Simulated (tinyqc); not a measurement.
Comparisons within one model: alloy A(1-x)B(x) by interpolation with bowing. A value that a table varies takes the place of the one given here.

Each gap follows E(x) = (1 - x) E_A + x E_B - C x (1 - x); the lattice constant follows Vegard, a(x) = (1 - x) a_A + x a_B.

Mass at Gamma from the Kane formula 1/m = F + Ep (Eg + 2 Dso/3)/(Eg (Eg + Dso)). F is fixed by the masses of A and B and interpolated linearly, as is Ep; Eg and Dso carry their bowing.

Constants: hc = 1239.841984 eV nm.

Inputs chosen for the exercise (A near Si, B near Ge; shifted at random, so the results belong to these values and not to a real crystal): a = (5.428, 5.653) angstrom (lattice constant of A, B); Eg = (4.221, 0.895) eV (gap at Gamma to the s-like level of A, B); EgX = (1.169, 0.917) eV (gap to the lowest valley along Gamma-X of A, B); EgL = (2.079, 0.745) eV (gap to L of A, B); C = (0.274, 0.181, 0) eV (bowing of the Gamma, X and L gaps); Dso = (0.044, 0.288) eV (spin-orbit splitting of A, B); Ep = (21.7, 26.2) eV (Kane energy of A, B); me = (0.2019, 0.0383) m0 (electron mass at Gamma of A, B); Cs = 0 eV (bowing of Dso); x = 0.21 (fraction of B).

## Gaps across the alloy

Eleven compositions.

Gaps (eV):

| x | a (angstrom) | Gamma | X | L | lowest | wavelength (nm) |
|---|---|---|---|---|---|---|
| 0.0 | 5.4280 | 4.221 | 1.169 | 2.079 | X | 1061 |
| 0.1 | 5.4505 | 3.864 | 1.128 | 1.946 | X | 1100 |
| 0.2 | 5.4730 | 3.512 | 1.090 | 1.812 | X | 1138 |
| 0.3 | 5.4955 | 3.166 | 1.055 | 1.679 | X | 1175 |
| 0.4 | 5.5180 | 2.825 | 1.025 | 1.545 | X | 1210 |
| 0.5 | 5.5405 | 2.490 | 0.998 | 1.412 | X | 1243 |
| 0.6 | 5.5630 | 2.160 | 0.974 | 1.279 | X | 1272 |
| 0.7 | 5.5855 | 1.835 | 0.955 | 1.145 | X | 1299 |
| 0.8 | 5.6080 | 1.516 | 0.938 | 1.012 | X | 1321 |
| 0.9 | 5.6305 | 1.203 | 0.926 | 0.878 | L | 1411 |
| 1.0 | 5.6530 | 0.895 | 0.917 | 0.745 | L | 1664 |

The lowest valley changes at x = 0.861 (X to L, gap 0.930 eV). The Gamma gap is monotonic, since its bowing (0.274 eV) is smaller than the difference of the end gaps (3.326 eV); at x = 0.5 bowing lowers it by C/4 = 0.069 eV.

## Three ways to interpolate a mass

Linear in m, linear in 1/m, and the Kane formula.

Masses (m0):

| x | Eg (eV) | linear in m | linear in 1/m | Kane | Kane m/Eg (1/eV) |
|---|---|---|---|---|---|
| 0.000 | 4.221 | 0.2019 | 0.2019 | 0.2019 | 0.0478 |
| 0.125 | 3.775 | 0.1815 | 0.1316 | 0.1782 | 0.0472 |
| 0.250 | 3.338 | 0.1610 | 0.0976 | 0.1552 | 0.0465 |
| 0.375 | 2.910 | 0.1406 | 0.0776 | 0.1330 | 0.0457 |
| 0.500 | 2.490 | 0.1201 | 0.0644 | 0.1119 | 0.0449 |
| 0.625 | 2.078 | 0.0997 | 0.0550 | 0.0917 | 0.0442 |
| 0.750 | 1.675 | 0.0792 | 0.0480 | 0.0728 | 0.0434 |
| 0.875 | 1.281 | 0.0587 | 0.0426 | 0.0550 | 0.0429 |
| 1.000 | 0.895 | 0.0383 | 0.0383 | 0.0383 | 0.0428 |

At x = 0.5 the three give 0.1201, 0.0644 and 0.1119; judged by the largest distance, the Kane value is closer to the interpolation in m (largest distances 0.0082 m0 from the rule in m, 0.0576 m0 from the rule in 1/m). The ratio m/Eg varies by a factor of 1.12 while the gap varies by 4.72; a constant ratio is the two-band rule m = Eg/Ep at fixed Ep.

## What each parameter does

Gaps at x and the Kane mass. Each row changes one parameter from the base and keeps the others.

Results:

| case | Gamma (eV) | X (eV) | L (eV) | mass (m0) |
|---|---|---|---|---|
| base | 3.4771 | 1.0861 | 1.7989 | 0.1625 |
| x = 0.17 | 3.6169 | 1.1006 | 1.8522 | 0.1698 |
| C = (0.374, 0.281, 0.1) eV | 3.4605 | 1.0695 | 1.7823 | 0.1617 |
| Eg = (4.432, 0.895) eV | 3.6438 | 1.0861 | 1.7989 | 0.1652 |
| EgX = (1.169, 0.871) eV | 3.4771 | 1.0764 | 1.7989 | 0.1625 |
| EgL = (1.975, 0.745) eV | 3.4771 | 1.0861 | 1.7167 | 0.1625 |
| Ep = (23.9, 28.8) eV | 3.4771 | 1.0861 | 1.7989 | 0.1714 |
| Cs = 0.05 eV | 3.4771 | 1.0861 | 1.7989 | 0.1624 |

The largest shifts from the base row, up to three for each result and ties (the steps differ in size, so this ranks the rows, not the parameters). Gamma (eV): Eg +0.1667, x +0.1398, C -0.0166; unchanged at the printed digits by EgX, EgL, Ep and Cs. X (eV): C -0.0166, x +0.0146, EgX -0.0097; unchanged at the printed digits by Eg, EgL, Ep and Cs. L (eV): EgL -0.0822, x +0.0534, C -0.0166; unchanged at the printed digits by Eg, EgX, Ep and Cs. mass (m0): Ep +0.0089, x +0.0074, Eg +0.0027; unchanged at the printed digits by EgX and EgL.

(tinyqc, `OMP_NUM_THREADS=1 python tinyqc.py 1050008 1050009 out.jsonl`, Intel(R) Xeon(R) Processor @ 2.30GHz, 1 thread, shared host, about 0.01 s.)
